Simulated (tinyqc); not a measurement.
Grain-boundary diffusion: Harrison regimes, Fisher and Le Claire analysis, Hart average: one step, computed by the program tinyqc.

A boundary is a slab of width delta with diffusivity D_b, normal to a surface held at constant concentration; it leaks into grains of diffusivity D.

Task: Regime. l = sqrt(D t); P = s delta D_b; alpha = s delta/(2 l); beta = P/(2 D l). Regime A if l > 3 d, C if alpha > 1, B if alpha < 0.1, l < d/4 and beta > 10, otherwise a transition.

Inputs (values chosen for the exercise, for a model polycrystal): boundary width delta = 0.87 nm; segregation factor s = 1; grain size d = 0.35 um; temperature T = 828 K; time t = 2000 s.

D = 1.587594e-22 m^2/s

triple product P = 5.662993e-25 m^3/s

Give: lattice diffusion length l; alpha; beta; regime.

Result:

lattice diffusion length l = 5.6349e-04 um

alpha = 0.77198

beta = 3.1651e+06

Regime: transition

The run lies between the ideal regimes.
